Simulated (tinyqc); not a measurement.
# A clean chain and dephasing by Buettiker voltage probes: effects of single changes

Sites 1 to 6 form a chain with hopping -t. Lead L joins site 1 and lead R site 6, both semi-infinite chains with hopping -t and site energy 0. Every site carries a probe with self-energy -i Gamma_p/2 that draws no net current. Linear response at zero temperature: mu_L = 1, mu_R = 0 in units of the bias.

Values chosen for this exercise: hopping (matrix element -t) t = 1 eV; site energies 1 to N U = [0, 0, 0, 0, 0, 0] eV; Fermi energy E = -0.8 eV; probe broadening Gamma_p gp = 0.78 eV.

Constants: q = 1.602176634e-19 C, h = 6.62607015e-34 J s. Results are converted to the units shown.

Each table varies one quantity; the others keep the values above.

## Effect of the dephasing strength

Sigma = t^2 g(E), g(x) = (x - i sqrt(4 t^2 - x^2))/(2 t^2) for |x| < 2 t and (x - sign(x) sqrt(x^2 - 4 t^2))/(2 t^2) otherwise; Gamma = -2 Im Sigma; G = (E - H - Sigma_L - Sigma_R + i Gamma_p/2)^(-1). With Gamma the broadening by one lead, T_RL = Gamma^2 |G_(6,1)|^2, T_pL = Gamma Gamma_p |G_(p,1)|^2, T_pR = Gamma Gamma_p |G_(p,6)|^2, T_pq = Gamma_p^2 |G_(p,q)|^2 for p != q. No current into probe p: W mu = T_pL with W_pp = T_pL + T_pR + sum_q T_pq and W_pq = -T_pq. Then T_eff = T_RL + sum_p T_pR mu_p, and the resistance is (h/2q^2)/T_eff. Without probes means Gamma_p = 0.

Results:

| gp (eV) | T_RL | through probes | T_eff | resistance (kohm) |
|---|---|---|---|---|
| 0.011 | 0.9646 | 0.01768 | 0.9823 | 13.14 |
| 0.021 | 0.9336 | 0.03319 | 0.9668 | 13.35 |
| 0.039 | 0.8802 | 0.05979 | 0.9400 | 13.73 |
| 0.075 | 0.7825 | 0.1081 | 0.8906 | 14.49 |
| 0.14 | 0.6330 | 0.1804 | 0.8134 | 15.87 |
| 0.27 | 0.4149 | 0.2777 | 0.6926 | 18.63 |
| 0.98 | 0.04447 | 0.3298 | 0.3743 | 34.49 |
| 1.9 | 0.003202 | 0.2182 | 0.2214 | 58.28 |
| 3.5 | 6.974e-5 | 0.1157 | 0.1158 | 111.5 |

Estimate the missing row, gp = 0.51 eV.

Computed row:

| gp (eV) | T_RL | through probes | T_eff | resistance (kohm) |
|---|---|---|---|---|
| 0.51 | 0.1920 | 0.3498 | 0.5418 | 23.82 |

With this row back in the table: Without probes the transmission is 1.00. T_eff falls from 0.982 to 0.116; the direct part falls from 0.965 to 6.97e-5 and the part through probes goes from 0.0177 through a maximum of 0.350 (at gp = 0.51 eV among the rows listed) to 0.116. At this energy dephasing lowers T_eff from the start: the probes give back less than the direct part loses.

## Coherent and dephased transmission against energy

Same model as above.

The same in every row: T without probes = 1.0000.

Coherent and dephased transmission against energy:

| E (eV) | T_eff |
|---|---|
| -1.8 | 0.25683 |
| -1.5 | 0.34756 |
| -1.2 | 0.39614 |
| -0.9 | 0.42497 |
| -0.6 | 0.44381 |
| -0.3 | 0.45248 |
| 0 | 0.45432 |
| 0.3 | 0.45248 |
| 0.6 | 0.44381 |
| 0.9 | 0.42497 |
| 1.2 | 0.39614 |
| 1.5 | 0.34756 |
| 1.8 | 0.25683 |

Read the table: what changes, and by how much?

Without probes T is 1.00 in every row, with them between 0.257 and 0.454. The probes lower it in 13 rows and raise it in 0.

Computed by the program tinyqc: `OMP_NUM_THREADS=1 python tinyqc.py 2700103 2700104 out.jsonl`, one thread of a shared Intel Xeon 2.30GHz, about 0.01 s for the whole run.
